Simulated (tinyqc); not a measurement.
Inside a calculation. Method: Pariser-Parr-Pople SCF with singles CI, for the molecule C=CC=CC=CC=C(N)Cl (SMILES; centres numbered as the heavy atoms are written). Computed by tinyqc, a small Python program that keeps every step. Settings: charge = 0, gamma = Ohno, start = huckel, damping = 0, iteration cap = 70, excitations kept = 4. Command: `OMP_NUM_THREADS=1 python tinyqc.py 30329 30330 out.jsonl` (the two numbers bound the seeds that draw the settings). One thread of a shared host (Intel(R) Xeon(R) Processor @ 2.60GHz), about 0.01 s of CPU time with the checks. Later iterations appear only in the table of the cycle.

## PPP integrals

Centres (angstrom, eV; a flat drawing with bonds scaled to 1.40 angstrom):

| centre | x | y | core charge z | W | gamma_rr |
|---|---|---|---|---|---|
| 1C | -5.2340 | -0.1730 | 1 | 12.4600 | 10.3200 |
| 2C | -3.9810 | 0.4520 | 1 | 12.4600 | 10.3200 |
| 3C | -2.8130 | -0.3200 | 1 | 12.4600 | 10.3200 |
| 4C | -1.5610 | 0.3050 | 1 | 12.4600 | 10.3200 |
| 5C | -0.3930 | -0.4670 | 1 | 12.4600 | 10.3200 |
| 6C | 0.8600 | 0.1580 | 1 | 12.4600 | 10.3200 |
| 7C | 2.0280 | -0.6140 | 1 | 12.4600 | 10.3200 |
| 8C | 3.2800 | 0.0110 | 1 | 12.4600 | 10.3200 |
| 9N | 4.4480 | -0.7610 | 2 | 22.0500 | 17.2900 |
| 10Cl | 3.3650 | 1.4090 | 2 | 23.6500 | 11.0500 |

Resonance integrals (eV):

| i | j | beta |
|---|---|---|
| 1 | 2 | -2.4500 |
| 2 | 3 | -2.4500 |
| 3 | 4 | -2.4500 |
| 4 | 5 | -2.4500 |
| 5 | 6 | -2.4500 |
| 6 | 7 | -2.4500 |
| 7 | 8 | -2.4500 |
| 8 | 9 | -2.1200 |
| 8 | 10 | -1.7300 |

Ohno: gamma = 14.399645/sqrt(R^2 + a^2), a = 2 x 14.399645/(gamma_rr + gamma_ss); H_rr = -W_r - sum_(s != r) z_s gamma_rs; H_rs = beta for bonds.

repulsion gamma_rs (eV):
```
           1C       2C       3C       4C       5C       6C       7C       8C
1C    10.3200   7.2845   5.1461   3.6380   2.8533   2.3001   1.9438   1.6686
2C     7.2845  10.3200   7.2849   5.1477   3.6382   2.8533   2.3002   1.9441
3C     5.1461   7.2849  10.3200   7.2868   5.1477   3.6380   2.8533   2.3005
4C     3.6380   5.1477   7.2868  10.3200   7.2849   5.1461   3.6373   2.8533
5C     2.8533   3.6382   5.1477   7.2849  10.3200   7.2845   5.1461   3.6380
6C     2.3001   2.8533   3.6380   5.1461   7.2845  10.3200   7.2849   5.1477
7C     1.9438   2.3002   2.8533   3.6373   5.1461   7.2849  10.3200   7.2868
8C     1.6686   1.9441   2.3005   2.8533   3.6380   5.1477   7.2868  10.3200
9N     1.4760   1.6784   1.9595   2.3258   2.9027   3.7422   5.4558   8.2476
10Cl   1.6277   1.9124   2.1966   2.7559   3.2644   4.6339   5.1905   7.4085

           9N     10Cl
1C     1.4760   1.6277
2C     1.6784   1.9124
3C     1.9595   2.1966
4C     2.3258   2.7559
5C     2.9027   3.2644
6C     3.7422   4.6339
7C     5.4558   5.1905
8C     8.2476   7.4085
9N    17.2900   5.4761
10Cl   5.4761  11.0500
```

core matrix H (eV):
```
            1C        2C        3C        4C        5C        6C        7C        8C
1C    -43.5020   -2.4500    0.0000    0.0000    0.0000    0.0000    0.0000    0.0000
2C     -2.4500  -50.0943   -2.4500    0.0000    0.0000    0.0000    0.0000    0.0000
3C      0.0000   -2.4500  -54.4295   -2.4500    0.0000    0.0000    0.0000    0.0000
4C      0.0000    0.0000   -2.4500  -57.6176   -2.4500    0.0000    0.0000    0.0000
5C      0.0000    0.0000    0.0000   -2.4500  -59.7869   -2.4500    0.0000    0.0000
6C      0.0000    0.0000    0.0000    0.0000   -2.4500  -62.8669   -2.4500    0.0000
7C      0.0000    0.0000    0.0000    0.0000    0.0000   -2.4500  -64.2052   -2.4500
8C      0.0000    0.0000    0.0000    0.0000    0.0000    0.0000   -2.4500  -68.6114
9N      0.0000    0.0000    0.0000    0.0000    0.0000    0.0000    0.0000   -2.1200
10Cl    0.0000    0.0000    0.0000    0.0000    0.0000    0.0000    0.0000   -1.7300

            9N      10Cl
1C      0.0000    0.0000
2C      0.0000    0.0000
3C      0.0000    0.0000
4C      0.0000    0.0000
5C      0.0000    0.0000
6C      0.0000    0.0000
7C      0.0000    0.0000
8C     -2.1200   -1.7300
9N    -60.7902    0.0000
10Cl    0.0000  -63.5922
```

## Starting guess

pi electrons, sum of z_r less the charge = 12

Orbitals of the Hueckel matrix of the beta values.

P at the start:
```
           1C       2C       3C       4C       5C       6C       7C       8C
1C     1.2083   0.8258  -0.2083  -0.2924   0.2083   0.1448  -0.2083  -0.0574
2C     0.8258   1.0000   0.5334   0.0000  -0.1477   0.0000   0.0873   0.0000
3C    -0.2083   0.5334   1.2083   0.6781  -0.2083  -0.2051   0.2083   0.0731
4C    -0.2924   0.0000   0.6781   1.0000   0.6207   0.0000  -0.2193   0.0000
5C     0.2083  -0.1477  -0.2083   0.6207   1.2083   0.6065  -0.2083  -0.1296
6C     0.1448   0.0000  -0.2051   0.0000   0.6065   1.0000   0.6962   0.0000
7C    -0.2083   0.0873   0.2083  -0.2193  -0.2083   0.6962   1.2083   0.5013
8C    -0.0574   0.0000   0.0731   0.0000  -0.1296   0.0000   0.5013   1.0000
9N     0.1445  -0.0497  -0.1445   0.1130   0.1445  -0.2251  -0.1445   0.6589
10Cl   0.1179  -0.0405  -0.1179   0.0922   0.1179  -0.1837  -0.1179   0.5377

           9N     10Cl
1C     0.1445   0.1179
2C    -0.0497  -0.0405
3C    -0.1445  -0.1179
4C     0.1130   0.0922
5C     0.1445   0.1179
6C    -0.2251  -0.1837
7C    -0.1445  -0.1179
8C     0.6589   0.5377
9N     1.5000  -0.4081
10Cl  -0.4081   1.6670
```

## Iteration 1: Fock matrix

F_rr = H_rr + P_rr gamma_rr / 2 + sum_(s != r) P_ss gamma_rs; F_rs = H_rs - P_rs gamma_rs / 2; E = tr P (H + F) / 2 + core repulsion sum_(r<s) z_r z_s gamma_rs.

F (eV):
```
           1C       2C       3C       4C       5C       6C       7C        8C
1C    -5.4347  -5.4578   0.5359   0.5320  -0.2971  -0.1665   0.2024    0.0479
2C    -5.4578  -4.5051  -4.3928   0.0000   0.2687   0.0000  -0.1004    0.0000
3C     0.5359  -4.3928  -5.1986  -4.9207   0.5360   0.3731  -0.2971   -0.0841
4C     0.5320   0.0000  -4.9207  -4.8308  -4.7109   0.0000   0.3988    0.0000
5C    -0.2971   0.2687   0.5360  -4.7109  -6.0259  -4.6591   0.5359    0.2358
6C    -0.1665   0.0000   0.3731   0.0000  -4.6591  -6.4434  -4.9859    0.0000
7C     0.2024  -0.1004  -0.2971   0.3988   0.5359  -4.9859  -8.6112   -4.2765
8C     0.0479   0.0000  -0.0841   0.0000   0.2358   0.0000  -4.2765  -10.7894
9N    -0.1066   0.0417   0.1415  -0.1314  -0.2097   0.4212   0.3941   -4.8372
10Cl  -0.0959   0.0388   0.1295  -0.1270  -0.1924   0.4256   0.3060   -3.7217

           9N      10Cl
1C    -0.1066   -0.0959
2C     0.0417    0.0388
3C     0.1415    0.1295
4C    -0.1314   -0.1270
5C    -0.2097   -0.1924
6C     0.4212    0.4256
7C     0.3941    0.3060
8C    -4.8372   -3.7217
9N    -8.4502    1.1173
10Cl   1.1173  -14.6208
```

pi energy = -181.7359 eV

## Iteration 1: orbitals and new P

Diagonalise F (the basis is taken as orthonormal) and form P = 2 sum c c over the lowest orbitals.

orbital energies (eV): -18.0675  -14.6187  -13.1934  -12.1498  -10.4446  -7.8232  -2.9822  -0.7518  1.5617  3.5593

P after iteration 1:
```
           1C       2C       3C       4C       5C       6C       7C       8C
1C     1.1658   0.8679  -0.1369  -0.3215   0.1160   0.1868  -0.1338  -0.0766
2C     0.8679   0.9582   0.4763   0.0401  -0.1094  -0.0223   0.0548   0.0016
3C    -0.1369   0.4763   1.1474   0.7455  -0.1487  -0.2739   0.1718   0.1019
4C    -0.3215   0.0401   0.7455   0.9476   0.5527   0.0394  -0.1544   0.0050
5C     0.1160  -0.1094  -0.1487   0.5527   1.1801   0.6841  -0.2352  -0.1549
6C     0.1868  -0.0223  -0.2739   0.0394   0.6841   0.9707   0.6192  -0.0278
7C    -0.1338   0.0548   0.1718  -0.1544  -0.2352   0.6192   1.3291   0.4948
8C    -0.0766   0.0016   0.1019   0.0050  -0.1549  -0.0278   0.4948   1.1866
9N     0.1465  -0.0310  -0.1843   0.0704   0.2379  -0.1736  -0.3330   0.7543
10Cl   0.0602  -0.0112  -0.0772   0.0263   0.1028  -0.0696  -0.1513   0.3322

           9N     10Cl
1C     0.1465   0.0602
2C    -0.0310  -0.0112
3C    -0.1843  -0.0772
4C     0.0704   0.0263
5C     0.2379   0.1028
6C    -0.1736  -0.0696
7C    -0.3330  -0.1513
8C     0.7543   0.3322
9N     1.2571  -0.3255
10Cl  -0.3255   1.8573
```

## Iteration 2: Fock matrix

As before.

F (eV):
```
           1C       2C       3C       4C       5C       6C       7C        8C
1C    -6.1118  -5.6111   0.3522   0.5848  -0.1655  -0.2148   0.1300    0.0639
2C    -5.6111  -5.3318  -4.1849  -0.1033   0.1991   0.0318  -0.0630   -0.0015
3C     0.3522  -4.1849  -5.9523  -5.1661   0.3827   0.4983  -0.2450   -0.1172
4C     0.5848  -0.1033  -5.1661  -5.3382  -4.4634  -0.1014   0.2807   -0.0072
5C    -0.1655   0.1991   0.3827  -4.4634  -6.1352  -4.9416   0.6052    0.2818
6C    -0.2148   0.0318   0.4983  -0.1014  -4.9416  -5.6935  -4.7055    0.0715
7C     0.1300  -0.0630  -0.2450   0.2807   0.6052  -4.7055  -7.8660   -4.2529
8C     0.0639  -0.0015  -0.1172  -0.0072   0.2818   0.0715  -4.2529  -10.2336
9N    -0.1081   0.0260   0.1805  -0.0818  -0.3453   0.3248   0.9085   -5.2304
10Cl  -0.0490   0.0108   0.0848  -0.0362  -0.1678   0.1612   0.3928   -2.9606

           9N      10Cl
1C    -0.1081   -0.0490
2C     0.0260    0.0108
3C     0.1805    0.0848
4C    -0.0818   -0.0362
5C    -0.3453   -0.1678
6C     0.3248    0.1612
7C     0.9085    0.3928
8C    -5.2304   -2.9606
9N    -7.8743    0.8913
10Cl   0.8913  -13.5442
```

pi energy = -183.4645 eV

## Iteration 2: orbitals and new P

As before.

orbital energies (eV): -16.8383  -14.0952  -13.2991  -12.3999  -10.6957  -8.2352  -2.4443  -0.4871  1.4798  2.9341

P after iteration 2:
```
           1C       2C       3C       4C       5C       6C       7C       8C
1C     1.1481   0.8870  -0.1265  -0.3170   0.1045   0.1740  -0.1060  -0.0692
2C     0.8870   0.9556   0.4443   0.0415  -0.0938  -0.0242   0.0446   0.0036
3C    -0.1265   0.4443   1.1513   0.7735  -0.1483  -0.2777   0.1496   0.1004
4C    -0.3170   0.0415   0.7735   0.9354   0.5186   0.0557  -0.1359  -0.0036
5C     0.1045  -0.0938  -0.1483   0.5186   1.1865   0.7134  -0.2227  -0.1634
6C     0.1740  -0.0242  -0.2777   0.0557   0.7134   0.9305   0.5877  -0.0125
7C    -0.1060   0.0446   0.1496  -0.1359  -0.2227   0.5877   1.3450   0.5059
8C    -0.0692   0.0036   0.1004  -0.0036  -0.1634  -0.0125   0.5059   1.2220
9N     0.1267  -0.0265  -0.1755   0.0664   0.2499  -0.1658  -0.3936   0.7628
10Cl   0.0384  -0.0063  -0.0548   0.0163   0.0826  -0.0457  -0.1449   0.2665

           9N     10Cl
1C     0.1267   0.0384
2C    -0.0265  -0.0063
3C    -0.1755  -0.0548
4C     0.0664   0.0163
5C     0.2499   0.0826
6C    -0.1658  -0.0457
7C    -0.3936  -0.1449
8C     0.7628   0.2665
9N     1.2194  -0.2704
10Cl  -0.2704   1.9062
```

## Convergence

Stop when output and input P, before any damping, agree to 1e-7.

Course of the cycle:

| iteration | E (eV) | largest \|P(out) - P(in)\| |
|---|---|---|
| 1 | -181.735933 | 2.43e-01 |
| 2 | -183.464520 | 6.57e-02 |
| 3 | -183.660444 | 2.78e-02 |
| 4 | -183.705684 | 1.33e-02 |
| 5 | -183.718164 | 7.83e-03 |
| 6 | -183.721850 | 4.59e-03 |
| 7 | -183.722976 | 2.66e-03 |
| 8 | -183.723326 | 1.53e-03 |
| 9 | -183.723437 | 8.75e-04 |
| 10 | -183.723472 | 4.99e-04 |
| 11 | -183.723483 | 2.84e-04 |
| ... | ... | ... |
| 16 | -183.723488 | 1.68e-05 |
| 17 | -183.723488 | 9.52e-06 |
| 18 | -183.723488 | 5.40e-06 |
| 19 | -183.723488 | 3.06e-06 |
| 20 | -183.723488 | 1.73e-06 |
| 21 | -183.723488 | 9.81e-07 |
| 22 | -183.723488 | 5.56e-07 |
| 23 | -183.723488 | 3.15e-07 |
| 24 | -183.723488 | 1.78e-07 |
| 25 | -183.723488 | 1.01e-07 |
| 26 | -183.723488 | 5.72e-08 |

Converged in 26 iterations.

## Converged orbitals

Charges are z - P_rr.

orbital energies (eV): -16.3854  -14.1890  -13.1512  -12.3593  -10.7483  -8.4870  -2.2147  -0.4679  1.3676  2.7350

coefficients:
```
         MO1      MO2      MO3      MO4      MO5      MO6      MO7      MO8
1C    0.0035   0.2286   0.2976  -0.3105   0.4478   0.3499  -0.3278  -0.4051
2C    0.0085   0.3651   0.3827  -0.3301   0.2928   0.0680   0.1980   0.3735
3C    0.0191   0.4626   0.2864  -0.0985  -0.2752  -0.4373   0.3159   0.1224
4C    0.0388   0.4824   0.0759   0.1589  -0.4238  -0.1370  -0.3478  -0.4028
5C    0.0842   0.4303  -0.2076   0.3515  -0.1118   0.4790  -0.2137   0.2484
6C    0.1811   0.3199  -0.3584   0.2664   0.2841   0.1835   0.4290   0.0814
7C    0.3795   0.1468  -0.3544  -0.0189   0.4152  -0.4643   0.0354  -0.3646
8C    0.7040  -0.0851  -0.0760  -0.2951  -0.1257  -0.0650  -0.4006   0.4090
9N    0.3344  -0.0699  -0.0575  -0.3780  -0.4097   0.4223   0.4748  -0.3728
10Cl  0.4546  -0.2157   0.6091   0.5787   0.0957   0.0419   0.1256  -0.1079

          MO9     MO10
1C    -0.3596  -0.1977
2C     0.4796   0.3348
3C    -0.3298  -0.4510
4C     0.0684   0.4985
5C     0.2912  -0.4551
6C    -0.4743   0.3681
7C     0.3782  -0.2081
8C    -0.2200   0.0896
9N     0.1543  -0.0525
10Cl   0.0483  -0.0172
```

pi charges: 1C -0.1202, 2C 0.0415, 3C -0.1461, 4C 0.0728, 5C -0.2016, 6C 0.1022, 7C -0.3589, 8C -0.2315, 9N 0.7818, 10Cl 0.0601

## Singles CI, singlets

Over the 4 single excitations with the smallest orbital gaps: A = (e_a - e_i) delta + 2 (ia|jb) - (ij|ab), with (pq|rs) = sum c_mp c_mq gamma_mn c_nr c_ns. f = 2/3 w |mu|^2 in atomic units, mu = sqrt2 sum c_ia sum_m c_mi c_ma R_m.

singlet CI matrix (eV):
```
         6>7      6>8      5>7      6>9
6>7   3.3712  -0.2560  -0.0851   0.2052
6>8  -0.2560   4.8475   0.1169   0.1108
5>7  -0.0851   0.1169   5.4612  -0.0787
6>9   0.2052   0.1108  -0.0787   6.0703
```

singlet excitation energies (eV): 3.3088  4.8559  5.4837  6.1017

oscillator strengths: 2.1632  0.0125  0.0779  0.0268

## Singles CI, triplets

Over the 4 single excitations with the smallest orbital gaps: A = (e_a - e_i) delta - (ij|ab), with (pq|rs) = sum c_mp c_mq gamma_mn c_nr c_ns.

triplet CI matrix (eV):
```
        6>7      6>8      5>7     6>9
6>7  1.2053   0.3159   0.6317  0.3204
6>8  0.3159   3.1468  -1.4973  0.3831
5>7  0.6317  -1.4973   3.6237  0.0939
6>9  0.3204   0.3831   0.0939  4.9710
```

triplet excitation energies (eV): 0.7910  2.1785  4.8301  5.1472
